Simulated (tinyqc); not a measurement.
# Changing the band mass m*

Model: Froehlich polaron in a polar crystal. Computed by tinyqc, a small Python program. Command: `OMP_NUM_THREADS=1 python tinyqc.py 3008282 3008283 out.jsonl frohlich sweep`. One thread of a shared host (Intel(R) Xeon(R) Processor @ 2.30GHz), about 0.1 s of CPU time with the checks.

One electron in a parabolic band of mass m*, coupled to dispersionless LO phonons in the continuum model. Energies are in units of hbar omega unless marked, wave numbers in k_0 = sqrt(2 m* omega/hbar).

Inputs (values chosen for the exercise, modelled on zinc oxide):
```
quantity                          value  unit
LO phonon energy hbar omega        71.9   meV
eps_inf                            3.79     -
static dielectric constant eps_s   8.26     -
electron wave number k/k_0         0.82     -
```

Constants: hbar^2/(2 m_0) = 3.80998212 eV angstrom^2; e^2/(4 pi eps_0) = 14.39964548 eV angstrom.

Method:
- 1/eps* = 1/eps_inf - 1/eps_s; k_0 = sqrt(2 m* omega/hbar) = sqrt(m* hbar omega / (hbar^2/(2 m_0))) with m* in m_0; alpha = (e^2/(4 pi eps_0)) k_0/(2 eps* hbar omega); polaron length 1/k_0.
- At T = 0 and k < k_0: E(k) = (k/k_0)^2 - alpha arcsin(k/k_0)/(k/k_0); so E(0) = -alpha, 1/m_p = (1 - alpha/6)/m*, and the mean number of phonons in the cloud at k = 0 is alpha/2. The Lee-Low-Pines variational state gives the same E(0) and m_p = m* (1 + alpha/6).
- Feynman's bound: E(v, w) = 3 (v - w)^2/(4 v) - (alpha v/sqrt(pi)) int_0^infinity e^-u D(u)^(-1/2) du, D = w^2 u + ((v^2 - w^2)/v)(1 - e^(-v u)); integrals by 80 Gauss-Legendre points in s from 0 to 1 with u = 40 s^2.
- Minimise over v > w > 0 (simplex search); mass m_p/m* = 1 + (alpha v^3/(3 sqrt(pi))) int u^2 e^-u D^(-3/2) du.

One run for each value; columns: (1) band mass m* (m_0); (2) coupling constant alpha; (3) polaron energy, Feynman (meV); (4) m_p/m*, Feynman; (5) m_p/m*, Lee-Low-Pines; (6) polaron length 1/k_0 (angstrom):
```
(1)       (2)      (3)    (4)     (5)     (6)
0.040  0.3928   -28.38  1.070  1.0655  36.397
0.073  0.5307   -38.41  1.096  1.0884  26.942
0.130  0.7082   -51.38  1.132  1.1180  20.189
0.240  0.9623   -70.05  1.187  1.1604  14.859
0.450  1.3176   -96.39  1.273  1.2196  10.852
0.820  1.7787  -130.99  1.401  1.2964   8.039
1.500  2.4056  -178.88  1.619  1.4009   5.944
2.700  3.2275  -243.34  2.015  1.5379   4.430
5.000  4.3921  -338.81  2.985  1.7320   3.255
```

Describe and explain the trends.

Over the rows, coupling constant alpha rises from 0.393 to 4.39 (exponent d ln y / d ln x about 0.50 throughout); polaron energy, Feynman (meV) falls from -28.4 to -339 (exponent d ln y / d ln x 0.50 between the first rows and 0.54 between the last); m_p/m*, Feynman rises from 1.07 to 2.98 (exponent d ln y / d ln x 0.040 between the first rows and 0.64 between the last). The exponent of coupling constant alpha stays at 0.50: alpha goes as sqrt(m*). The exponent of polaron length 1/k_0 stays at -0.50: the length goes as m*^(-1/2). A heavy electron is slow enough for the ions to follow. The Feynman mass is 1.004 times the Lee-Low-Pines one in the first row and 1.72 in the last (alpha = 4.4); the energy starts as -alpha hbar omega and gains an alpha^2 term.

Caution (rows 2.70, 5.00): for these m* and hbar omega the length 1/k_0 is under 5 angstrom, near a lattice spacing, where the continuum model loses its footing. Caution (rows 2.70, 5.00): second-order results are out of their range at this coupling; the perturbative mass diverges at alpha = 6.
